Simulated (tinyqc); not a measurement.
Inside a calculation. Method: sp3 tight binding, zinc-blende lattice. Computed by tinyqc, a small Python program that keeps every step. Command: `OMP_NUM_THREADS=1 python tinyqc.py 28036 28037 out.jsonl` (the two numbers bound the seeds that draw the settings). One thread of a shared host (Intel(R) Xeon(R) Processor @ 2.60GHz), about 0.01 s of CPU time with the checks.

## Bloch Hamiltonian at k

Parameters chosen for this model: zinc-blende lattice, anion at 0, cation at a/4 (1,1,1); V = eta hbar^2 / (m d^2), hbar^2/m = 7.619964 eV angstrom^2:

| parameter | value | unit |
|---|---|---|
| a | 6.010000 | angstrom |
| d | 2.602406 | angstrom |
| Es anion | -12.450000 | eV |
| Ep anion | -7.030000 | eV |
| Es cation | -12.450000 | eV |
| Ep cation | -7.030000 | eV |
| eta ss | -1.400000 |  |
| eta sp | 1.840000 |  |
| eta pp sigma | 3.240000 |  |
| eta pp pi | -0.810000 |  |
| V ss | -1.575182 | eV |
| V sp | 2.070239 | eV |
| V pp sigma | 3.645421 | eV |
| V pp pi | -0.911355 | eV |

k point k (2 pi / a): -0.200000  0.750000  -0.050000

Slater-Koster rules over the four bonds with direction cosines (l, m, n): ss V_ss; s-px l V_sp; px-s -l V_sp; px-px l^2 V_pps + (1 - l^2) V_ppp; px-py l m (V_pps - V_ppp); each times exp(i k.d).

H(k) at k (eV):
```
                      a s                 a px                a py                 a pz
a s            -12.450000             0.000000            0.000000             0.000000
a px             0.000000            -7.030000            0.000000             0.000000
a py             0.000000             0.000000           -7.030000             0.000000
a pz             0.000000             0.000000            0.000000            -7.030000
c s   -2.286103-0.141134i  -0.329598-0.563639i  0.044359+4.187942i  -1.360745-0.136524i
c px   0.329598+0.563639i   0.881783+0.054437i  1.729232+0.173495i  -0.056372-5.322030i
c py  -0.044359-4.187942i   1.729232+0.173495i  0.881783+0.054437i   0.418853+0.716271i
c pz   1.360745+0.136524i  -0.056372-5.322030i  0.418853+0.716271i   0.881783+0.054437i

                      c s                 c px                 c py                 c pz
a s   -2.286103+0.141134i   0.329598-0.563639i  -0.044359+4.187942i   1.360745-0.136524i
a px  -0.329598+0.563639i   0.881783-0.054437i   1.729232-0.173495i  -0.056372+5.322030i
a py   0.044359-4.187942i   1.729232-0.173495i   0.881783-0.054437i   0.418853-0.716271i
a pz  -1.360745+0.136524i  -0.056372+5.322030i   0.418853-0.716271i   0.881783-0.054437i
c s            -12.450000             0.000000             0.000000             0.000000
c px             0.000000            -7.030000             0.000000             0.000000
c py             0.000000             0.000000            -7.030000             0.000000
c pz             0.000000             0.000000             0.000000            -7.030000
```

## Levels at k

Diagonalise the Hermitian matrix.

eigenvalues (eV): -16.608618  -13.835237  -12.803081  -12.502494  -4.676592  -4.050287  -1.449045  -1.154646

weights |c|^2 of the basis functions:
```
        band 1    band 2    band 3    band 4    band 5    band 6    band 7    band 8
a s   0.423366  0.277125  0.009999  0.020523  0.192064  0.073367  0.001061  0.002495
a px  0.003232  0.034985  0.191742  0.268553  0.002299  0.002888  0.286441  0.209860
a py  0.071165  0.124306  0.029861  0.069780  0.258680  0.395847  0.007920  0.042441
a pz  0.002238  0.063584  0.268398  0.141144  0.046957  0.027898  0.204578  0.245204
c s   0.423366  0.277125  0.009999  0.020523  0.192064  0.073367  0.001061  0.002495
c px  0.003232  0.034985  0.191742  0.268553  0.002299  0.002888  0.286441  0.209860
c py  0.071165  0.124306  0.029861  0.069780  0.258680  0.395847  0.007920  0.042441
c pz  0.002238  0.063584  0.268398  0.141144  0.046957  0.027898  0.204578  0.245204
```

## Bloch Hamiltonian at X

k point X (2 pi / a): 1  0  0

As before.

H(k) at X (eV):
```
                     a s                a px                a py                a pz
a s           -12.450000            0.000000            0.000000            0.000000
a px            0.000000           -7.030000            0.000000            0.000000
a py            0.000000            0.000000           -7.030000            0.000000
a pz            0.000000            0.000000            0.000000           -7.030000
c s             0.000000  0.000000+4.781013i            0.000000            0.000000
c px  0.000000-4.781013i            0.000000            0.000000            0.000000
c py            0.000000            0.000000            0.000000  0.000000-6.075702i
c pz            0.000000            0.000000  0.000000-6.075702i            0.000000

                     c s                c px                c py                c pz
a s             0.000000  0.000000+4.781013i            0.000000            0.000000
a px  0.000000-4.781013i            0.000000            0.000000            0.000000
a py            0.000000            0.000000            0.000000  0.000000+6.075702i
a pz            0.000000            0.000000  0.000000+6.075702i            0.000000
c s           -12.450000            0.000000            0.000000            0.000000
c px            0.000000           -7.030000            0.000000            0.000000
c py            0.000000            0.000000           -7.030000            0.000000
c pz            0.000000            0.000000            0.000000           -7.030000
```

## Levels at X

As before.

eigenvalues (eV): -15.235651  -15.235651  -13.105702  -13.105702  -4.244349  -4.244349  -0.954298  -0.954298

## Bands along a path

The same steps at evenly spaced points between the labelled ones.

Bands along the path (eV):

| k | band 1 | band 2 | band 3 | band 4 | band 5 | band 6 | band 7 | band 8 |
|---|---|---|---|---|---|---|---|---|
| L | -16.774198 | -14.933507 | -11.282991 | -11.282991 | -6.256691 | -2.777009 | -2.777009 | -0.995605 |
| L-G 0.20 | -17.169402 | -14.330595 | -11.143963 | -11.143963 | -6.209391 | -2.916037 | -2.916037 | -1.250611 |
| L-G 0.40 | -17.794413 | -13.095192 | -10.755489 | -10.755489 | -6.092905 | -3.304511 | -3.304511 | -1.977490 |
| L-G 0.60 | -18.309113 | -11.625989 | -10.210398 | -10.210398 | -5.980042 | -3.849602 | -3.849602 | -3.044856 |
| L-G 0.80 | -18.637911 | -10.191881 | -9.688855 | -9.688855 | -5.999659 | -4.371145 | -4.371145 | -4.130548 |
| G | -18.750728 | -9.460281 | -9.460281 | -9.460281 | -6.149272 | -4.599719 | -4.599719 | -4.599719 |
| G-X 0.20 | -18.599597 | -10.007794 | -10.007794 | -9.963872 | -5.835114 | -4.561417 | -4.052206 | -4.052206 |
| G-X 0.40 | -18.150841 | -11.106669 | -11.106669 | -11.102267 | -5.246475 | -4.460416 | -2.953331 | -2.953331 |
| G-X 0.60 | -17.419419 | -12.473105 | -12.148710 | -12.148710 | -4.731903 | -4.335572 | -1.911290 | -1.911290 |
| G-X 0.80 | -16.433173 | -13.888309 | -12.856934 | -12.856934 | -4.395657 | -4.242861 | -1.203066 | -1.203066 |
| X | -15.235651 | -15.235651 | -13.105702 | -13.105702 | -4.244349 | -4.244349 | -0.954298 | -0.954298 |
| X-W 0.20 | -15.235651 | -15.235651 | -13.105702 | -13.105702 | -4.244349 | -4.244349 | -0.954298 | -0.954298 |
| X-W 0.40 | -15.235651 | -15.235651 | -13.105702 | -13.105702 | -4.244349 | -4.244349 | -0.954298 | -0.954298 |
| X-W 0.60 | -15.235651 | -15.235651 | -13.105702 | -13.105702 | -4.244349 | -4.244349 | -0.954298 | -0.954298 |
| X-W 0.80 | -15.235651 | -15.235651 | -13.105702 | -13.105702 | -4.244349 | -4.244349 | -0.954298 | -0.954298 |
| W | -15.235651 | -15.235651 | -13.105702 | -13.105702 | -4.244349 | -4.244349 | -0.954298 | -0.954298 |

With 4 band(s) filled, the highest filled level on these points lies at G and the lowest empty one at L: a gap of 3.2036 eV, indirect.
